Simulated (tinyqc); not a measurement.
Piezoresistors in the (001) plane of a cubic crystal: one step of the calculation.

Plane stress in crystal axes x = [100], y = [010]. First-order piezoresistance: d rho_xx/rho = p11 sxx + p12 syy, d rho_yy/rho = p12 sxx + p11 syy, d rho_xy/rho = p44 sxy; a resistor along d = (cos th, sin th) changes by dR/R = d.(d rho/rho).d. Changes of geometry and second-order terms are left out.

Problem. Resistors at th and th + 90 degrees, and the bridge. dR/R = d.(d rho/rho).d. A full bridge with two resistors of each kind in opposite arms gives Vout = Vb (a - b)/(2 + a + b), a and b the two dR/R.

Parameters, values chosen for the exercise: angle of the current from [100] th = 45 deg; bridge supply Vb = 1.8 V.

d rho/rho (%):

|  | x | y |
|---|---|---|
| x | -1.5536300 | -8.3790000 |
| y | -8.3790000 | -0.2756500 |

Give: dR/R at th; dR/R at th + 90; Vout.

Solution.

dR/R at th = -9.294 %
dR/R at th + 90 = 7.464 %
Vout = -152.2 mV

Numbers from tinyqc (`OMP_NUM_THREADS=1 python tinyqc.py 2530056 2530057 out.jsonl`; about 0.01 s on one thread of a shared Intel Xeon 2.30GHz).
